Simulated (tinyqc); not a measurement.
Ways to converge the cycle: SCF convergence aids in the 6-31g basis, for H2, spin multiplicity 1. Computed by the program tinyqc with PySCF. RHF with one setting changed at a time; a run stops when the energy changes by less than 1e-09 hartree and the error matrix is below 1e-5. The start is random orbitals. Damping d keeps d of the old density; a shift (hartree) raises the virtual levels; DIIS n extrapolates F over n matrices.

Geometry (angstrom):
```
atom       x       y       z
H     0.0000  0.0000  0.0000
H     0.0000  0.0000  0.7500
```

lowest restricted solution found by these runs and by PySCF = -1.126545 hartree

Largest element of the error matrix X^T (FDS - SDF) X:
```
iteration    plain  damping 0.3  damping 0.6  shift 0.4   DIIS 3   DIIS 8
1          9.5e-01      9.5e-01      9.5e-01    9.5e-01  9.5e-01  9.5e-01
2          1.9e-01      4.4e-01      6.7e-01    4.1e-01  1.9e-01  1.9e-01
3          2.9e-02      1.9e-01      4.6e-01    1.4e-01  1.5e-02  1.5e-02
4          4.9e-03      7.7e-02      3.1e-01    4.4e-02  1.8e-03  1.8e-03
5          1.2e-03      3.1e-02      2.1e-01    1.5e-02  1.2e-04  2.2e-04
6          3.2e-04      1.3e-02      1.4e-01    6.0e-03  1.5e-05  3.5e-06
8          2.3e-05      2.2e-03      6.1e-02    1.4e-03        -        -
10               -      4.1e-04      2.7e-02    3.3e-04        -        -
14               -      2.0e-05      5.2e-03    2.0e-05        -        -
20               -      2.7e-07      4.6e-04          -        -        -
30               -            -      1.0e-05          -        -        -
```

How each run ends:
```
run          iterations  E (hartree)         state
plain                 9    -1.126545  lowest found
damping 0.3          20    -1.126545  lowest found
damping 0.6          42    -1.126545  lowest found
shift 0.4            16    -1.126545  lowest found
DIIS 3                7    -1.126545  lowest found
DIIS 8                7    -1.126545  lowest found
```

What does the comparison show, and why?

6 of 6 runs reach the lowest restricted solution found, in 7 to 42 iterations (fastest: DIIS 3, DIIS 8). Plain steps already contract here, so damping only slows them. DIIS 3 and DIIS 8 gain by cancelling the error over several earlier matrices, much as a quasi-Newton step does.
